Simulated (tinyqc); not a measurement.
## Coupling ratio and rate constant from the late transient

Inverse problem. Long after the knee a floating-gate cell follows U = Vg - (tox/ag) B/ln(K t). Find K and ag.

Parameters, values chosen for the exercise:
- tox = 6.4 nm (tunnel oxide thickness)
- Vg = 9 V (control-gate voltage)

U at t = 0.05 and 5 s (V): [1.2379945, 2.2685772]
B = 25.901327 V/nm

Solution. 1/(Vg - U) is linear in ln t; the ratio of the two values gives ln(K t_a), and either value gives ag.

K = 2.31e14 1/s
ag = 0.710

Numbers from tinyqc (`OMP_NUM_THREADS=1 python tinyqc.py 2130099 2130100 out.jsonl`; about 0.01 s on one thread of a shared Intel Xeon 2.30GHz).
